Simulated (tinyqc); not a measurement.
Fully depleted semiconductor-on-insulator film with two gates, non-linear Poisson equation by Newton steps: one step of the calculation.

One dimension across the film, front interface at x = 0, back interface at x = ts. psi is counted from the intrinsic level, n = ni exp(psi/Vt) (source grounded), holes neglected, acceptors ionised. Gates act through Cox = eps0 eox/tox and Cbox = 3.9 eps0/tb with potentials G1 = Vg - (phiM - chi - Vt ln(Nc/ni)) and G2 = Vb - (phiB - chi - Vt ln(Nc/ni)). Classical Boltzmann densities, no interface charge, no depletion in the back plane.

Problem. Electron sheet density, centroid and oxide fields. n_i = ni exp(psi_i/Vt); N_inv = sum w_i n_i with w = ts/8, halved at the ends; centroid sum w n x/N_inv; fields (G1 - psi_0)/tox and (G2 - psi_8)/tb.

Inputs (values chosen for the exercise); band and dielectric values close to those of silicon:
- T = 300 K (temperature)
- tox = 1.3 nm (insulator thickness)
- ts = 7.4 nm (film thickness)
- tb = 51 nm (buried-oxide thickness (eps_r 3.9))

Constants: q = 1.602176634e-19 C, kB = 1.380649e-23 J/K, Vt = kB T/q. Results are converted to the units shown.

```
node,converged psi (V)
0,0.41378695
1,0.41337197
2,0.41309579
3,0.41295731
4,0.41295597
5,0.41309176
6,0.41336523
7,0.41377748
8,0.41433021
```

ni = 8.8783559e9 cm^-3
G1 = 0.41579786 V
G2 = 0.51579786 V

Wanted: n; N_inv; centroid; field in the front oxide; field in the buried oxide.

Solution.

```
node,n (cm^-3)
0,7.9368e16
1,7.8104e16
2,7.7275e16
3,7.6862e16
4,7.6858e16
5,7.7262e16
6,7.8084e16
7,7.9339e16
8,8.1054e16
```

N_inv = 5.7720e10 cm^-2
centroid = 3.7135 nm
field in the front oxide = 0.015469 MV/cm
field in the buried oxide = 0.019896 MV/cm

The centroid lies at 0.50 of the film, so the electrons spread through the volume.

Range of the model: In so thin a film or at such density quantum confinement moves the charge away from the interfaces and raises the threshold.

Computed by the program tinyqc: `OMP_NUM_THREADS=1 python tinyqc.py 2190018 2190019 out.jsonl`, one thread of a shared Intel Xeon 2.30GHz, about 0.4 s for the whole run.
